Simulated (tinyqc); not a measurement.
From results back to parameters: Koster-Slater impurity in an sp3s* host.

Problem. In the Koster-Slater model a defect shifts the s level of its site by Vs and the p levels by Vp; an A1 level solves 1/Vs = G_s(E) and a T2 level 1/Vp = G_p(E), E from the top of the valence band. A defect has an A1 level at E = 2.6510 eV, one of the energies of the table, and a T2 level at 2.6510 eV.

G(E) of the host (1/eV):
```
E (eV)         G_s         G_p
0.0000  -0.0039682   0.0477688
0.6628  -0.0081379   0.0290479
1.3255  -0.0126336   0.0167690
1.9883  -0.0176951   0.0064450
2.6510  -0.0236590  -0.0032732
3.3138  -0.0310914  -0.0133214
3.9766  -0.0411196  -0.0248963
4.6393  -0.0566354  -0.0406774
5.3021  -0.0920884  -0.0750338
```

Find: Vs, Vp.

Solution. Read G_s and G_p at the two energies and invert them. Vs is attractive and pulls its level down from the conduction bands. Vp is attractive and pulls its level down from the conduction bands.

Vs, Vp (eV): -42.3  -305.5

(tinyqc, `OMP_NUM_THREADS=1 python tinyqc.py 1480723 1480724 out.jsonl`, Intel(R) Xeon(R) Processor @ 2.30GHz, 1 thread, shared host, about 0.02 s.)
